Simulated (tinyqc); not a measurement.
# AlGaN/GaN HEMT with access regions, lumped model: what changes with what

A polarisation-induced electron sheet under a Schottky gate, in series with two ungated access regions and contacts. Drift law v = mu E/(1 + mu E/vs) under the gate. Currents in mA/mm, resistances in ohm mm. No self-heating, no channel-length modulation; fits for polarisation, barrier and offset are chosen for the exercise.

Parameters, values chosen for the exercise; values close to those of AlGaN/GaN structures:
- x = 0.25 (aluminium share of the barrier)
- d = 18 nm (barrier thickness)
- eps_r = 9.6 (relative permittivity of barrier and channel)
- mu = 1800 cm^2/(V s) (channel mobility)
- vs = 1.2e7 cm/s (saturation velocity)
- Lg = 0.25 um (gate length)
- Ls = 1.5 um (source access length)
- Ld = 4 um (drain access length)
- Rc = 0.48 ohm mm (resistance of each contact)
- ft = 0 (share of the drain-access electrons removed by traps)
- Vg = 0 V (gate voltage)

Constants: q = 1.602176634e-19 C, eps0 = 8.8541878128e-14 F/cm where lengths are in cm. Results are converted to the units shown.

Each table varies one quantity; the others keep the values above.

## Effect of the aluminium share of the barrier

sigma = (5e13 x + 1.6e13 x^2) cm^-2, phiB = 0.84 + 1.3 x, dEc = 0.7 (1.71 x + x^2) in volts, Cb = eps0 eps_r/d, VT = phiB - dEc - q sigma/Cb, access density n0 = -Cb VT/q. Access resistance R(L, n) = L/(q mu n sqrt(1 - (I/(q n vs))^2)); Rs = Rc + R(Ls, n0), Rd = Rc + R(Ld, (1 - ft) n0). Vg' = Vg - I Rs, Vd' = Vd - I (Rs + Rd); with u = Vg' - VT, Vc = vs Lg/mu and w the smaller of Vd' and Vc [sqrt(1 + 2 u/Vc) - 1] (0 if negative), the channel gives (mu Cb/Lg)(u w - w^2/2)/(1 + w/Vc). I equals that channel current. Isat is I at Vd = 10 V, gm = dIsat/dVg, Ron the limit of Vd/I at small Vd.

Result of one run:
```
x     VT (V)  n0 (cm^-2)  Ron (ohm mm)  Isat (mA/mm)  gm (mS/mm)
0.12  -1.272    3.748e12         6.280         240.8       213.5
```

What becomes of these results when the aluminium share of the barrier x is changed from 0.12 to 0.17, all else the same?

Result of the changed run:
```
x     VT (V)  n0 (cm^-2)  Ron (ohm mm)  Isat (mA/mm)  gm (mS/mm)
0.17  -2.204    6.495e12         4.030         526.5       259.9
```

The whole series:
```
x     VT (V)  n0 (cm^-2)  Ron (ohm mm)  Isat (mA/mm)  gm (mS/mm)
0.12  -1.272    3.748e12         6.280         240.8       213.5
0.17  -2.204    6.495e12         4.030         526.5       259.9
0.22  -3.166    9.332e12         3.097         853.7       287.4
0.27  -4.159    1.226e13         2.586          1210       306.3
0.32  -5.183    1.528e13         2.265          1591       320.3
0.37  -6.238    1.838e13         2.044          1992       331.3
0.42  -7.323    2.158e13         1.884          2413       340.2
```

As x goes from 0.12 to 0.42, Ron falls from 6.28 to 1.88 ohm mm, Isat rises from 241 to 2410 mA/mm and gm rises from 214 to 340 mS/mm. VT falls from -1.27 to -7.32 V. For x = 0.17 to 0.42 the power passes 5 W/mm, where self-heating, left out here, lowers the current.

## Output curve without and with trapping

Same model as above.

The two columns take ft = 0 and ft = 0.3; collapse = 1 - (second)/(first).

Output curve without and with trapping:
```
Vd (V)  I, ft = 0 (mA/mm)  I, ft = 0.3 (mA/mm)  collapse (%)
0.25                90.35                75.67         16.25
0.5                 180.0                150.8         16.24
1                   355.6                297.6         16.30
2                   680.9                568.5         16.51
3                   945.1                794.4         15.95
4                    1065                964.5          9.41
6                    1065                 1065          0.00
8                    1065                 1065          0.00
12                   1065                 1065          0.00
```

Read the table: what changes, and by how much?

Without trapping the current rises from 90.3 to 1060 mA/mm and first comes within 2 % of its last value at Vd = 4 V among the rows; with trapping that knee lies at 6 V. The collapse is 16 % in the first row, at most 17 % and 0 % in the last: once the gated channel saturates, the drain access only takes spare voltage. For Vd = 6 to 12 V the power passes 5 W/mm, where self-heating, left out here, lowers the current.

## Effect of the source access length

Same model as above.

The same in every row: VT (V) = -3.758; n0 (cm^-2) = 1.108e13.

Results:
```
Ls (um)  Ron (ohm mm)  Isat (mA/mm)  gm (mS/mm)
0.1             2.322          1268       378.0
0.6             2.478          1183       342.0
1               2.603          1127       320.7
1.5             2.760          1065       299.5
2.5             3.073         962.8       267.5
4               3.542         845.9       233.6
```

Estimate the missing row, Ls = 0.3 um.

Computed row:
```
Ls (um)  Ron (ohm mm)  Isat (mA/mm)  gm (mS/mm)
0.3             2.384          1232       361.9
```

With this row back in the table: As Ls goes from 0.1 to 4 um, Ron rises from 2.32 to 3.54 ohm mm, Isat falls from 1270 to 846 mA/mm and gm falls from 378 to 234 mS/mm. The ceiling Cb vs is 567 mS/mm. In every row the power passes 5 W/mm, where self-heating, left out here, lowers the current.

Program tinyqc, `OMP_NUM_THREADS=1 python tinyqc.py 2570004 2570005 out.jsonl`; Intel Xeon 2.30GHz, shared host, one thread, about 0.02 s.
